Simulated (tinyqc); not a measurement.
# Density of surface states from the Kelvin-probe reading

Problem. n-type bulk, xi = Ec - EF = Vt ln(Nc/Nd), p0 = ni^2/Nd, ni = sqrt(Nc Nv) exp(-Eg/(2 Vt)), Eg in volts. b is the upward band bending, u = b/Vt. Space charge per area, in units of q: Qc = sign(b) sqrt((2 eps0 eps_r Vt/q) [(Nd + dn)(exp(-u) - 1) + Nd u + (p0 + dn)(exp(u) - 1)]), with dn the excess density under light (flat quasi-Fermi levels; 0 in the dark). The states hold -Ds (E0 - xi - b): negative while the Fermi level lies above the neutrality level. Neutrality: Qc + Qf + (charge of the states) = 0. Work function chi + xi + b; contact potential difference CPD = (work function of the sample) - pt. Find b, Qc and Ds.

Values chosen for this exercise; band and dielectric values close to those of silicon: temperature T = 300 K; band gap Eg = 1.12 eV; relative permittivity eps_r = 11.6; conduction-band density of states at T Nc = 2.8e19 cm^-3; valence-band density of states at T Nv = 2.7e19 cm^-3; electron affinity chi = 4.1 eV; donor density Nd = 1.1e15 cm^-3; fixed positive charge at the surface Qf = 0 cm^-2; work function of the probe tip pt = 4.94 eV; depth of their neutrality level below the conduction edge E0 = 0.49 eV.

Constants: q = 1.602176634e-19 C, kB = 1.380649e-23 J/K, Vt = kB T/q, eps0 = 8.8541878128e-14 F/cm where lengths are in cm. Results are converted to the units shown.

CPD = -354.79303 mV

Solution. The CPD gives b, b gives Qc, and neutrality gives Ds.

b = 0.2229 V
Qc = 5.272e10 cm^-2
Ds = 1.100e13 cm^-2 eV^-1

tinyqc, about 0.01 s, one thread, Intel Xeon 2.30GHz (shared host): `OMP_NUM_THREADS=1 python tinyqc.py 2430008 2430009 out.jsonl`
